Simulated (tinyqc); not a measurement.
Surface photovoltage measurement of the minority-carrier diffusion length in a wafer: one step, computed by the program tinyqc. Command: `OMP_NUM_THREADS=1 python tinyqc.py 3130503 3130504 out.jsonl spv walk`. One thread of a shared host (Intel(R) Xeon(R) Processor @ 2.30GHz), about 0.01 s of CPU time with the checks.

Low injection, steady light, a depletion layer much thinner than 1/alpha and L. The excess density dn is taken at the front edge of the neutral region; light that reaches the back is lost.

Task: The linear plot. alpha = (84.732/lambda - 76.417)^2 per cm with lambda in micrometre (an empirical fit for silicon between 0.7 and 1.05 micrometre). Thick wafer: dn = Phi L/((S_f + D/L)(L + 1/alpha)). Finite wafer, with s = S_b L/D, w = W/L, a = alpha L: dn = [Phi a/(a^2 - 1)] [a - B - exp(-alpha W)(a - s)/(cosh w + s sinh w)]/(S_f + B D/L), B = (sinh w + s cosh w)/(cosh w + s sinh w). Readings y = (Phi/dn) (1 + noise x g) at 780, 830, 880, 920, 950, 975 and 995 nm; a least-squares line y = c (1/alpha + L_app) gives L_app = intercept/slope.

Inputs (values chosen for the exercise, modelled on p-type silicon at room temperature):

| quantity | value | unit |
|---|---|---|
| diffusion length L | 280 | micrometre |
| wafer thickness W | 300 | micrometre |
| diffusivity D | 29.6 | cm^2/s |
| front recombination velocity S_f | 31000 | cm/s |
| back recombination velocity S_b | 1700 | cm/s |
| photon flux entering | 9.8e+11 | 1/(cm^2 s) |
| relative noise of each reading | 0.2 | % |

normal deviates g for the noise: 0.07  -0.18  -0.52  -0.48  -0.72  0.65  -0.63

Give: the table «Readings» with the columns 1/alpha (micrometre), y (cm/s), line (cm/s), for lambda (nm) = 780, 830, 880, 920, 950, 975, 995; slope; apparent length L_app; error of L_app (rounded to 0.001).

Result:

Readings:

| lambda (nm) | 1/alpha (micrometre) | y (cm/s) | line (cm/s) |
|---|---|---|---|
| 780 | 9.6 | 33293 | 33009 |
| 830 | 15.2 | 33955 | 33778 |
| 880 | 25.3 | 35182 | 35188 |
| 920 | 40.7 | 37105 | 37316 |
| 950 | 61.3 | 39783 | 40179 |
| 975 | 90.9 | 44104 | 44294 |
| 995 | 130.9 | 50187 | 49844 |

slope = 138.8 cm/(s micrometre)

apparent length L_app = 228.1 micrometre

error of L_app (rounded to 0.001) = -18.531 %

Without noise the error would be -18.6 %, from the finite thickness at W/L = 1.1. S_f scales all readings alike and leaves L_app unchanged.
